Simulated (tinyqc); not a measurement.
Worked calculation: estimate of lattice thermal conductivity from elastic moduli (Slack, Klemens and Cahill formulas). Computed by tinyqc, a small Python program that keeps every step. Command: `OMP_NUM_THREADS=1 python tinyqc.py 3003977 3003978 out.jsonl slack walk`. One thread of a shared host (Intel(R) Xeon(R) Processor @ 2.30GHz), about 0.01 s of CPU time with the checks. Intermediate numbers are printed to about 6 digits and carried at full precision; extremes and crossings named in words are read from the listed rows.

An isotropic solid.

Inputs (values chosen for the exercise, for a model crystal):
```
quantity                      value        unit
bulk modulus B                 30.4         GPa
shear modulus G                22.5         GPa
volume per atom V              29.1  angstrom^3
mean atomic mass M             49.9           u
atoms per primitive cell n        8           -
temperature T                   700           K
disorder parameter Gamma    0.00069           -
grain size d                     32          nm
```

Grueneisen parameter: from the Poisson ratio.

Constants: u = 1.6605390666e-27 kg; hbar = 1.054571817e-34 J s; k_B = 1.380649e-23 J/K; h = 6.62607015e-34 J s.

## Velocities, Poisson ratio and Debye temperature

rho = M/V; vL = sqrt((B + 4G/3)/rho), vT = sqrt(G/rho); v_m = [(vL^-3 + 2 vT^-3)/3]^(-1/3); Poisson ratio sigma = (3B - 2G)/(6B + 2G); Theta = hbar v_m (6 pi^2/V)^(1/3)/k_B.

density rho = 2847.45 kg/m^3

vL = 4605.64 m/s

vT = 2811.01 m/s

v_m = 3104.37 m/s

Poisson ratio sigma = 0.203166

Debye temperature Theta = 300.482 K

## Grueneisen parameter

Empirical rule gamma = (3/2) (1 + sigma)/(2 - 3 sigma).

Grueneisen parameter gamma = 1.29791

## Conductivity of the perfect crystal

Slack, an estimate for T near or above Theta_a: kappa = A M Theta_a^3 delta n^(1/3)/(gamma^2 T) in W/(m K), with M in u, delta = V^(1/3) in angstrom, Theta_a = Theta n^(-1/3) and A = 2.43e-6/(1 - 0.514/gamma + 0.228/gamma^2).

acoustic Debye temperature Theta_a = 150.241 K

A = 3.28678e-06

kappa of the perfect crystal = 2.90163 W/(m K)

## Point defects and grains

High-temperature forms with the classical heat capacity. Klemens: kappa/kappa_0 = arctan(u)/u, u^2 = pi^2 Theta V Gamma kappa_0/(h v_m^2). Grains: 1/kappa_poly = 1/kappa + 1/(C v_m d/3), C = 3 k_B/(n V), the acoustic branches alone.

disorder scale u = 0.164494

kappa with point defects = 2.87588 W/(m K)

grain-boundary limit = 5.89147 W/(m K)

kappa of the polycrystal = 1.93253 W/(m K)

For small u the loss is about u^2/3 = 0.009. Grains remove a further 33 %.

## Minimum conductivity

Cahill minimum: kappa_min = (pi/6)^(1/3) k_B V^(-2/3) sum over L, T, T of v (T/Theta_i)^2 int_0^(Theta_i/T) x^3 e^x/(e^x - 1)^2 dx, Theta_i = Theta v_i/v_m (64 Gauss-Legendre points). Its high-temperature limit is (1/2) (pi/6)^(1/3) k_B V^(-2/3) (vL + 2 vT).

kappa_min = 0.594911 W/(m K)

its high-temperature limit = 0.601498 W/(m K)

kappa_poly/kappa_min = 3.24843

## All estimates against temperature

The formulas are those given above.

Kappa (W/(m K)):
```
T (K)  perfect crystal  with point defects  polycrystal   minimum
200            10.1557             9.85219      3.68681  0.529500
300             6.7705             6.63316      3.12018  0.567269
400             5.0779             4.99991      2.70460  0.581762
550             3.6930             3.65145      2.25428  0.590898
750             2.7082             2.68573      1.84476  0.595752
1000            2.0311             2.01846      1.50339  0.598252
1300            1.5624             1.55490      1.23021  0.599573
1700            1.1948             1.19038      0.99029  0.600371
```

The perfect crystal follows 1/T. With point defects the exponent runs from -0.98 to -1.00 (the strong-disorder limit is -1/2), and with grains from -0.41 to -0.81. At the highest T it is still 1.6 times the minimum.

Checks made by the program: arctan(u)/u against the Debye integral of 1/(1 + u^2 y^2) (relative difference below 1e-10).
